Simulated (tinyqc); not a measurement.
# MOS capacitor on a p-type substrate, surface potential from the exact charge relation, step by step

Program tinyqc, `OMP_NUM_THREADS=1 python tinyqc.py 2060129 2060130 out.jsonl`; Intel Xeon 2.30GHz, shared host, one thread, about 0.01 s. Printed values are rounded.

Uniform p-type substrate, Boltzmann statistics, full ionisation, classical densities. psi is the surface potential against the body (positive when the bands bend down) and u = psi/Vt. Traps are spread evenly over the gap and neutral at flat band, so their charge is -q Dit psi; the minority quasi-Fermi level is shifted by Vb.

Parameters, values chosen for the exercise; band and dielectric values close to those of germanium:
```
symbol,value,unit,meaning
T,273,K,temperature
Eg,0.667,eV,band gap
eps_r,16,,relative permittivity
Nc,8.85e18,cm^-3,conduction-band density of states at T
Nv,5.24e18,cm^-3,valence-band density of states at T
chi,3.96,eV,electron affinity
N,1.2e17,cm^-3,acceptor density of the substrate
eox,3.9,,relative permittivity of the gate insulator (close to silicon dioxide)
tox,4.1,nm,insulator thickness
phiM,4.02,eV,gate work function
Nf,0,cm^-2,"fixed charge at the interface, in units of q"
Dit,0,cm^-2 eV^-1,density of interface traps
Vb,0,V,reverse bias of the inversion layer against the body
Vg,-0.3,V,gate voltage against the body
```

Constants: q = 1.602176634e-19 C, kB = 1.380649e-23 J/K, Vt = kB T/q, eps0 = 8.8541878128e-14 F/cm where lengths are in cm. Results are converted to the units shown.

## Flat band, threshold and scales

ni = sqrt(Nc Nv) exp(-Eg/(2 Vt)), Eg in volts; phiF = Vt ln(N/ni); Cox = eps0 eox/tox; Vfb = phiM - chi - (Eg - Vt ln(Nv/N)) - q Nf/Cox; Q0 = sqrt(2 eps0 eps_r q N Vt); r = (ni/N)^2 exp(-Vb/Vt); VT = Vfb + [(2 phiF + Vb)(1 + q Dit/Cox) + sqrt(2 eps0 eps_r q N (2 phiF + Vb))/Cox].

ni = 4.74772e12 cm^-3
phiF = 0.238490 V
Cox = 0.842228 uF/cm^2
Vfb = -0.518155 V
Q0 = 35.7983 nC/cm^2
r = 1.56534e-9
VT = 0.150214 V

## Starting value

psi = +Vt (just off flat band).

psi at the start = 0.0235253 V

## Iteration 1: Newton step for the surface potential

u = psi/Vt; F^2 = exp(-u) + u - 1 + r (exp(u) - u - 1); Qs = -sign(u) Q0 F; Cs = -dQs/dpsi = (Q0/Vt) |1 - exp(-u) + r (exp(u) - 1)|/(2 F). f = Vfb + psi + (q Dit psi - Qs)/Cox - Vg, f' = 1 + (Cs + q Dit)/Cox, psi(new) = psi - f/f'.

u = 1
F = 0.606531
Qs = -21.7128 nC/cm^2
Cs = 0.792948 uF/cm^2
f = -0.168849 V
f' = 1.94149
psi after iteration 1 = 0.110494 V

## Iteration 2: Newton step for the surface potential

As before.

u = 4.69682
F = 1.92508
Qs = -68.9148 nC/cm^2
Cs = 0.391622 uF/cm^2
f = -0.0258360 V
f' = 1.46498
psi after iteration 2 = 0.128130 V

## Iteration 3: Newton step for the surface potential

As before.

u = 5.44647
F = 2.10969
Qs = -75.5233 nC/cm^2
Cs = 0.359090 uF/cm^2
f = -3.53834e-4 V
f' = 1.42636
psi after iteration 3 = 0.128378 V

## Course of the Newton iteration

Stop when the step is below 1e-10 V, or after 60 iterations.

Course of the iteration:
```
iteration  psi before the step (V)     f (V)  step (V)
1                        0.0235253    -0.169    0.0870
2                         0.110494   -0.0258    0.0176
3                         0.128130  -3.54e-4   2.48e-4
4                         0.128378  -5.99e-8   4.20e-8
5                         0.128378   < 1e-13   < 1e-14
```

Converged in 5 iterations.

## Charges, field and capacitances at the solution

converged psi = 0.128378 V

u = psi/Vt; F^2 = exp(-u) + u - 1 + r (exp(u) - u - 1); Qs = -sign(u) Q0 F; Cs = -dQs/dpsi = (Q0/Vt) |1 - exp(-u) + r (exp(u) - 1)|/(2 F). Low frequency: 1/C_LF = 1/Cox + 1/(Cs + q Dit). High frequency, in the simple estimate in which traps and minority carriers do not follow: 1/C_HF = 1/Cox + 1/Cd, Cd being Cs with r = 0 at the same psi. Minority sheet density N_inv = (Q0/(2 q)) int_0^u r (exp(t) - 1)/F(t) dt for u > 0. Oxide field |Qs - q Dit psi + q Nf|/(eps0 eox).

Qs = -75.6123 nC/cm^2
N_inv = 22168.9 cm^-2
oxide field = 0.218967 MV/cm
Cs = 0.358683 uF/cm^2
C_LF/Cox = 0.298676
C_HF/Cox = 0.298676

The surface is in depletion (borders at |psi| = 0, phiF + Vb and 2 phiF + Vb = 0.477 V).
